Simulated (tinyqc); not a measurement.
Worked calculation: Pariser-Parr-Pople SCF with singles CI, for the molecule c1ccnc[cH+]c1 (SMILES; centres numbered as the heavy atoms are written). Computed by tinyqc, a small Python program that keeps every step. Settings: charge = 1, gamma = Ohno, start = huckel, damping = 0, iteration cap = 88, excitations kept = 6. Command: `OMP_NUM_THREADS=1 python tinyqc.py 30091 30092 out.jsonl` (the two numbers bound the seeds that draw the settings). One thread of a shared host (Intel(R) Xeon(R) Processor @ 2.60GHz), about 0.01 s of CPU time with the checks. Later iterations appear only in the table of the cycle.

## PPP integrals

Centres (angstrom, eV; a flat drawing with bonds scaled to 1.40 angstrom):
```
centre        x        y  core charge z        W  gamma_rr
1C       1.6130   0.0000              1  10.2400   11.5000
2C       1.0060   1.2610              1  10.2400   11.5000
3C      -0.3590   1.5730              1  10.2400   11.5000
4N      -1.4540   0.7000              1  12.3300   10.5100
5C      -1.4540  -0.7000              1  10.2400   11.5000
6C      -0.3590  -1.5730              1  10.2400   11.5000
7C       1.0060  -1.2610              1  10.2400   11.5000
```

Resonance integrals (eV):
```
i  j     beta
1  2  -2.3900
2  3  -2.3900
3  4  -2.5100
4  5  -2.5100
5  6  -2.3900
6  7  -2.3900
7  1  -2.3900
```

Ohno: gamma = 14.399645/sqrt(R^2 + a^2), a = 2 x 14.399645/(gamma_rr + gamma_ss); H_rr = -W_r - sum_(s != r) z_s gamma_rs; H_rs = beta for bonds.

repulsion gamma_rs (eV):
```
         1C       2C       3C       4N       5C       6C       7C
1C  11.5000   7.6680   5.1131   4.2263   4.2528   5.1131   7.6680
2C   7.6680  11.5000   7.6659   5.0663   4.2527   4.2531   5.1140
3C   5.1131   7.6659  11.5000   7.5132   5.1124   4.2527   4.2531
4N   4.2263   5.0663   7.5132  10.5100   7.5144   5.0665   4.2262
5C   4.2528   4.2527   5.1124   7.5144  11.5000   7.6652   5.1121
6C   5.1131   4.2531   4.2527   5.0665   7.6652  11.5000   7.6659
7C   7.6680   5.1140   4.2531   4.2262   5.1121   7.6659  11.5000
```

core matrix H (eV):
```
          1C        2C        3C        4N        5C        6C        7C
1C  -44.2815   -2.3900    0.0000    0.0000    0.0000    0.0000   -2.3900
2C   -2.3900  -44.2600   -2.3900    0.0000    0.0000    0.0000    0.0000
3C    0.0000   -2.3900  -44.1504   -2.5100    0.0000    0.0000    0.0000
4N    0.0000    0.0000   -2.5100  -45.9430   -2.5100    0.0000    0.0000
5C    0.0000    0.0000    0.0000   -2.5100  -44.1497   -2.3900    0.0000
6C    0.0000    0.0000    0.0000    0.0000   -2.3900  -44.2566   -2.3900
7C   -2.3900    0.0000    0.0000    0.0000    0.0000   -2.3900  -44.2794
```

## Starting guess

pi electrons, sum of z_r less the charge = 6

Orbitals of the Hueckel matrix of the beta values.

P at the start:
```
         1C       2C       3C       4N       5C       6C       7C
1C   0.8554   0.6446   0.1606  -0.2242  -0.2271   0.1612   0.6403
2C   0.6446   0.8548   0.6363   0.1543  -0.2348  -0.2315   0.1612
3C   0.1606   0.6363   0.8563   0.6458   0.1577  -0.2348  -0.2271
4N  -0.2242   0.1543   0.6458   0.8670   0.6458   0.1543  -0.2242
5C  -0.2271  -0.2348   0.1577   0.6458   0.8563   0.6363   0.1606
6C   0.1612  -0.2315  -0.2348   0.1543   0.6363   0.8548   0.6446
7C   0.6403   0.1612  -0.2271  -0.2242   0.1606   0.6446   0.8554
```

## Iteration 1: Fock matrix

F_rr = H_rr + P_rr gamma_rr / 2 + sum_(s != r) P_ss gamma_rs; F_rs = H_rs - P_rs gamma_rs / 2; E = tr P (H + F) / 2 + core repulsion sum_(r<s) z_r z_s gamma_rs.

F (eV):
```
          1C        2C        3C        4N        5C        6C        7C
1C  -10.1940   -4.8615   -0.4105    0.4738    0.4830   -0.4121   -4.8448
2C   -4.8615  -10.1773   -4.8289   -0.3908    0.4993    0.4922   -0.4122
3C   -0.4105   -4.8289  -10.1351   -4.9361   -0.4031    0.4993    0.4830
4N    0.4738   -0.3908   -4.9361  -12.6271   -4.9365   -0.3908    0.4737
5C    0.4830    0.4993   -0.4031   -4.9365  -10.1350   -4.8287   -0.4104
6C   -0.4121    0.4922    0.4993   -0.3908   -4.8287  -10.1768   -4.8608
7C   -4.8448   -0.4122    0.4830    0.4737   -0.4104   -4.8608  -10.1937
```

pi energy = -80.2424 eV

## Iteration 1: orbitals and new P

Diagonalise F (the basis is taken as orthonormal) and form P = 2 sum c c over the lowest orbitals.

orbital energies (eV): -20.2677  -17.6265  -16.9082  -7.3559  -6.6726  -2.6386  -2.1695

P after iteration 1:
```
         1C       2C       3C       4N       5C       6C       7C
1C   0.8383   0.6569   0.1949  -0.2283  -0.1932   0.1706   0.6211
2C   0.6569   0.8530   0.6146   0.1396  -0.2546  -0.2361   0.1705
3C   0.1949   0.6146   0.7830   0.6535   0.0893  -0.2547  -0.1933
4N  -0.2283   0.1396   0.6535   1.0514   0.6535   0.1396  -0.2283
5C  -0.1932  -0.2546   0.0893   0.6535   0.7830   0.6145   0.1949
6C   0.1706  -0.2361  -0.2547   0.1396   0.6145   0.8530   0.6569
7C   0.6211   0.1705  -0.1933  -0.2283   0.1949   0.6569   0.8383
```

## Iteration 2: Fock matrix

As before.

F (eV):
```
          1C        2C       3C        4N       5C        6C        7C
1C  -10.3536   -4.9087  -0.4983    0.4824   0.4109   -0.4360   -4.7714
2C   -4.9087  -10.3532  -4.7456   -0.3536   0.5414    0.5021   -0.4361
3C   -0.4983   -4.7456  -9.7274   -4.9649  -0.2283    0.5415    0.4110
4N    0.4824   -0.3536  -4.9649  -12.9223  -4.9654   -0.3537    0.4824
5C    0.4109    0.5414  -0.2283   -4.9654  -9.7273   -4.7453   -0.4982
6C   -0.4360    0.5021   0.5415   -0.3537  -4.7453  -10.3526   -4.9079
7C   -4.7714   -0.4361   0.4110    0.4824  -0.4982   -4.9079  -10.3533
```

pi energy = -80.5519 eV

## Iteration 2: orbitals and new P

As before.

orbital energies (eV): -20.2404  -17.7306  -16.9404  -7.3444  -6.6592  -2.5382  -2.3366

P after iteration 2:
```
         1C       2C       3C       4N       5C       6C       7C
1C   0.8357   0.6730   0.2067  -0.2260  -0.1819   0.1656   0.6048
2C   0.6730   0.8678   0.5988   0.1321  -0.2553  -0.2471   0.1656
3C   0.2067   0.5988   0.7360   0.6512   0.0818  -0.2553  -0.1820
4N  -0.2260   0.1321   0.6512   1.1211   0.6513   0.1322  -0.2260
5C  -0.1819  -0.2553   0.0818   0.6513   0.7361   0.5988   0.2067
6C   0.1656  -0.2471  -0.2553   0.1322   0.5988   0.8677   0.6729
7C   0.6048   0.1656  -0.1820  -0.2260   0.2067   0.6729   0.8356
```

## Iteration 3: Fock matrix

As before.

F (eV):
```
          1C        2C       3C        4N       5C        6C        7C
1C  -10.3458   -4.9702  -0.5284    0.4777   0.3869   -0.4235   -4.7088
2C   -4.9702  -10.4459  -4.6851   -0.3347   0.5428    0.5255   -0.4235
3C   -0.5284   -4.6851  -9.5628   -4.9564  -0.2090    0.5429    0.3870
4N    0.4777   -0.3347  -4.9564  -13.1344  -4.9569   -0.3348    0.4776
5C    0.3869    0.5428  -0.2090   -4.9569  -9.5626   -4.6848   -0.5283
6C   -0.4235    0.5255   0.5429   -0.3348  -4.6848  -10.4454   -4.9693
7C   -4.7088   -0.4235   0.3870    0.4776  -0.5283   -4.9693  -10.3455
```

pi energy = -80.6179 eV

## Iteration 3: orbitals and new P

As before.

orbital energies (eV): -20.2422  -17.7505  -16.9559  -7.3415  -6.6532  -2.5467  -2.3525

P after iteration 3:
```
         1C       2C       3C       4N       5C       6C       7C
1C   0.8322   0.6855   0.2125  -0.2245  -0.1762   0.1625   0.5907
2C   0.6855   0.8809   0.5883   0.1251  -0.2536  -0.2518   0.1624
3C   0.2125   0.5883   0.7095   0.6496   0.0837  -0.2536  -0.1763
4N  -0.2245   0.1251   0.6496   1.1549   0.6496   0.1252  -0.2245
5C  -0.1762  -0.2536   0.0837   0.6496   0.7095   0.5883   0.2125
6C   0.1625  -0.2518  -0.2536   0.1252   0.5883   0.8808   0.6855
7C   0.5907   0.1624  -0.1763  -0.2245   0.2125   0.6855   0.8322
```

## Convergence

Stop when output and input P, before any damping, agree to 1e-7.

Course of the cycle:
```
iteration      E (eV)  largest |P(out) - P(in)|
1          -80.242364                  1.84e-01
2          -80.551881                  6.97e-02
3          -80.617856                  3.38e-02
4          -80.640559                  1.84e-02
5          -80.649735                  1.08e-02
6          -80.653654                  6.63e-03
7          -80.655357                  4.19e-03
8          -80.656101                  2.70e-03
9          -80.656426                  1.75e-03
10         -80.656568                  1.15e-03
11         -80.656630                  7.54e-04
...               ...                       ...
23         -80.656678                  5.15e-06
24         -80.656678                  3.40e-06
25         -80.656678                  2.25e-06
26         -80.656678                  1.48e-06
27         -80.656678                  9.81e-07
28         -80.656678                  6.48e-07
29         -80.656678                  4.28e-07
30         -80.656678                  2.83e-07
31         -80.656678                  1.87e-07
32         -80.656678                  1.23e-07
33         -80.656678                  8.14e-08
```

Converged in 33 iterations.

## Converged orbitals

Charges are z - P_rr.

orbital energies (eV): -20.2423  -17.7752  -16.9807  -7.3063  -6.6623  -2.5728  -2.3619

coefficients:
```
       MO1      MO2      MO3      MO4      MO5      MO6      MO7
1C  0.3084  -0.4996  -0.2581   0.3698  -0.4118   0.1365   0.5135
2C  0.3343  -0.2290  -0.5388  -0.4550  -0.1842  -0.3590  -0.4192
3C  0.3833   0.2090  -0.3779  -0.2250   0.5445   0.5085   0.2467
4N  0.5409   0.5557  -0.0002   0.4596   0.0000  -0.4329  -0.0001
5C  0.3833   0.2094   0.3777  -0.2249  -0.5445   0.5087  -0.2465
6C  0.3341  -0.2284   0.5391  -0.4551   0.1841  -0.3592   0.4190
7C  0.3084  -0.4994   0.2588   0.3697   0.4119   0.1367  -0.5134
```

pi charges: 1C 0.1772, 2C 0.0910, 3C 0.3331, 4N -0.2027, 5C 0.3331, 6C 0.0911, 7C 0.1771

## Singles CI, singlets

Over the 6 single excitations with the smallest orbital gaps: A = (e_a - e_i) delta + 2 (ia|jb) - (ij|ab), with (pq|rs) = sum c_mp c_mq gamma_mn c_nr c_ns. f = 2/3 w |mu|^2 in atomic units, mu = sqrt2 sum c_ia sum_m c_mi c_ma R_m.

singlet CI matrix (eV):
```
         3>4      3>5      2>4      2>5      1>4     1>5
3>4   5.2455   0.0001  -0.0004   1.2453   0.0002  0.1360
3>5   0.0001   5.6522  -1.1246   0.0000  -0.1488  0.0002
2>4  -0.0004  -1.1246   5.7885   0.0000  -0.0157  0.0000
2>5   1.2453   0.0000   0.0000   6.2068  -0.0003  0.0310
1>4   0.0002  -0.1488  -0.0157  -0.0003   7.6682  0.0000
1>5   0.1360   0.0002   0.0000   0.0310   0.0000  8.1986
```

singlet excitation energies (eV): 4.3890  4.5891  6.8373  7.0518  7.6826  8.2101

oscillator strengths: 0.0688  0.0017  1.4607  1.3520  0.0216  0.0947

## Singles CI, triplets

Over the 6 single excitations with the smallest orbital gaps: A = (e_a - e_i) delta - (ij|ab), with (pq|rs) = sum c_mp c_mq gamma_mn c_nr c_ns.

triplet CI matrix (eV):
```
         3>4      3>5      2>4      2>5      1>4      1>5
3>4   3.1430  -0.0001   0.0000   0.0726  -0.0001  -0.3293
3>5  -0.0001   3.8580   0.0726  -0.0001  -0.3293   0.0003
2>4   0.0000   0.0726   3.9935   0.0000   0.2009  -0.0001
2>5   0.0726  -0.0001   0.0000   4.7059  -0.0001  -0.0391
1>4  -0.0001  -0.3293   0.2009  -0.0001   6.5427   0.0001
1>5  -0.3293   0.0003  -0.0001  -0.0391   0.0001   7.1019
```

triplet excitation energies (eV): 3.1128  3.7735  4.0242  4.7081  6.5965  7.1299
